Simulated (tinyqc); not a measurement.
Inductance and parasitic capacitance from two readings.

Question. A loss-free coil L in parallel with C shows the apparent inductance L/(1 - w^2 L C), w = 2 pi f. Find L, C and the self-resonance 1/(2 pi sqrt(L C)).

apparent inductance at 6.7 and 16 GHz (nH): 0.78398369  1.5373615

Solution. The inverse of the reading is 1/L - w^2 C, a straight line in w^2.

L = 0.7100 nH
C = 75.00 fF
self-resonance = 21.81 GHz

Computed by the program tinyqc: `OMP_NUM_THREADS=1 python tinyqc.py 2302180 2302181 out.jsonl`, one thread of a shared Intel Xeon 2.30GHz, about 0.01 s for the whole run.
